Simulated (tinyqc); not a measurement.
Solubility, supersaturation, precipitation and gettering of an impurity in a silicon-like host: one step, computed by the program tinyqc.

The wafer was saturated at T1 and is then held at T.

Problem. Ham's law for sinks of fixed radius. tau0 = 1/(4 pi n r0 D); C_fixed(t) = C_eq + (C0 - C_eq) exp(-t/tau0). If all excess precipitates, the final radius is r_f = [r0^3 + 3 (C0 - C_eq)/(4 pi n C_p)]^(1/3), with tau_f = 1/(4 pi n r_f D).

Inputs (values chosen for the exercise, modelled on copper in silicon):
```
quantity                                   value    unit
temperature of saturation T1                1225       K
anneal temperature T                         689       K
sink density n                           2.3e+07  1/cm^3
initial sink radius r0                        95      nm
impurity density in the precipitate C_p  5.7e+22  1/cm^3
anneal time t                                 49       s
```

D(T) = 3.736584e-06 cm^2/s

C_eq(T) = 1.043498e+13 1/cm^3

C0 = 4.911957e+17 1/cm^3

Give: tau0; C_fixed(t); final radius r_f; tau_f.

Solution.

tau0 = 97.468 s

C_fixed(t) = 2.9712e+17 1/cm^3

final radius r_f = 448.64 nm

tau_f = 20.639 s

The sinks grow 4.7 times, so the fixed radius underrates the later rate. Caution: the barrier to homogeneous nucleation is below 35 k_B T for these inputs, so new precipitates would form and outnumber the fixed sinks assumed here.
